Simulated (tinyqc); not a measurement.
## Tunnelling through a gate dielectric with the two-band (Franz) dispersion, WKB transmission and Tsu-Esaki current: effect of temperature

Electrons leave the emitter at x = 0. Energies E (motion across the layers) are in eV from the emitter Fermi level; the collector Fermi level lies at -V and offers states at every E. No charge in the dielectric and no image force: F1 = V/t1, U = phi1 - F1 x. With C = hbar^2/(2 m0), kappa = sqrt(m u (1 - u/Egx)/C), u = U - E where U > E and 0 elsewhere; T(E) = exp(-S), S = 2 times the integral of kappa over x.

Each layer adds (2/F) sqrt(m/C) [G(u at its left edge) - G(u at its right edge)] to S, with u = U - E (0 where negative) and G(u) = Egx^1.5 (th - sin(4 th)/4)/4, th = arcsin sqrt(u/Egx). J = J0 times the integral of T(E) N(E) dE, N = ln[(1 + exp(-E/Vt))/(1 + exp((-E - V)/Vt))], J0 = q^2 me m0 kB T/(2 pi^2 hbar^3) (times 1e-4 for A/cm^2 per eV), from E = -Ef to far above the barrier (T = 1 there), by quadrature converged to the digits shown.

Inputs (values chosen for the exercise); dielectric values close to those of aluminium oxide: Fermi energy of the emitter above its band bottom Ef = 0.29 eV; emitter mass in the supply function me = 1 m0; barrier of layer 1 above the emitter Fermi level at zero bias phi1 = 2.63 eV; tunnelling mass of layer 1 m1 = 0.42 m0; thickness of layer 1 t1 = 4.2 nm; gap parameter of the two-band dispersion, set freely Egx = 7.2 eV; voltage across the dielectric V = 5.1 V.

Constants: q = 1.602176634e-19 C, kB = 1.380649e-23 J/K, hbar = 1.054571817e-34 J s, m0 = 9.1093837015e-31 kg, Vt = kB T/q, hbar^2/(2 m0) = 0.0380998212 eV nm^2. Results are converted to the units shown.

Result of one run:

| T (K) | J (A/cm^2) | mean E of the current (eV) |
|---|---|---|
| 600 | 308.4 | -0.09488 |

What becomes of these results when the temperature T is changed from 600 to 300 K, all else the same?

Result of the changed run:

| T (K) | J (A/cm^2) | mean E of the current (eV) |
|---|---|---|
| 300 | 236.4 | -0.1420 |

The whole series:

| T (K) | J (A/cm^2) | mean E of the current (eV) |
|---|---|---|
| 50 | 216.5 | -0.1561 |
| 100 | 218.2 | -0.1549 |
| 200 | 224.9 | -0.1501 |
| 300 | 236.4 | -0.1420 |
| 400 | 253.4 | -0.1303 |
| 500 | 276.9 | -0.1148 |
| 600 | 308.4 | -0.09488 |
| 750 | 375.3 | -0.05502 |

Between 50 and 300 K the current changes by a factor of 1.09, and between 300 and 750 K by 1.59; the mean energy of the current rises from -0.156 to -0.0550 eV. The transmission grows by a factor e over d = 0.142 eV near E = 0, equal to kB T/q at 1640 K: far below that temperature the thermal tail adds little. In every row the field exceeds 10 MV/cm (up to 12.1), more than most dielectrics sustain; the model ignores breakdown.

Computed by the program tinyqc: `OMP_NUM_THREADS=1 python tinyqc.py 2540165 2540166 out.jsonl`, one thread of a shared Intel Xeon 2.30GHz, about 0.03 s for the whole run.
